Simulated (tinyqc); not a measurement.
Elastic strain and critical thickness of a cubic alloy layer A(1-x)B(x) on a thick substrate: one step, computed by the program tinyqc. Command: `OMP_NUM_THREADS=1 python tinyqc.py 3014352 3014353 out.jsonl misfit walk`. One thread of a shared host (Intel(R) Xeon(R) Processor @ 2.30GHz), about 0.01 s of CPU time with the checks.

Strain is positive in tension. The layer is coherent with the substrate unless said otherwise.

Task: Equilibrium strain at the thickness h. For h > h_c the same force balance gives the strain left, |e| = |f| A [ln(h/b) + 1]/h, and below h_c e = f; relaxation = 1 - e/f; dislocations per length across each line direction = (|f| - |e|)/(b cos lambda).

Inputs (values chosen for the exercise, for a model alloy): layer thickness h = 56 nm.

Layer: buried under a thick cap. Misfit dislocation: edge.

critical thickness h_c (Matthews-Blakeslee) = 5.709087 nm

misfit f = -0.01651715

prefactor A = 1.583412 nm

Burgers vector b = 0.4216831 nm

Give: strain left e; relaxation; dislocation line density.

Result:

strain left e = -0.002750

relaxation = 83.35 %

dislocation line density = 32.65 1/micrometre

h is 9.81 h_c: in equilibrium dislocations lie 30.6 nm apart; slow nucleation and glide can keep a real layer more strained. Caution: an edge dislocation with b in the interface cannot reach it by glide, so the force balance is formal for it.
